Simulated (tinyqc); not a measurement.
Inside a calculation. Method: lattice vibrations of a chain. One step of it, computed by the program tinyqc.

Task: Dynamical matrix at q = 0.47. q is in units of 2 pi/a. A spring k from atom i to atom j, n cells on, adds k to Phi_ii and Phi_jj, -k exp(2 pi i q n) to Phi_ij and the conjugate to Phi_ji (for one atom a cell: 2k (1 - cos 2 pi q n)); D_ij = Phi_ij / sqrt(m_i m_j).

A chain moving along its axis:

| atom | mass (u) | spring to the next atom (eV/angstrom^2) |
|---|---|---|
| 1 | 24.500000 | 28.600000 |
| 2 | 25.500000 | 14.300000 |
| 3 | 90.400000 | 20.100000 |
| 4 | 13.500000 | 24.500000 |

Give: D(q).

Result:

D(q) (eV/(angstrom^2 u)), lower triangle (Hermitian):
```
                1        2        3       4
1          2.1673
2         -1.1442   1.6824
3          0.0000  -0.2978   0.3805
4  1.3233-0.2524i   0.0000  -0.5754  3.3037
```
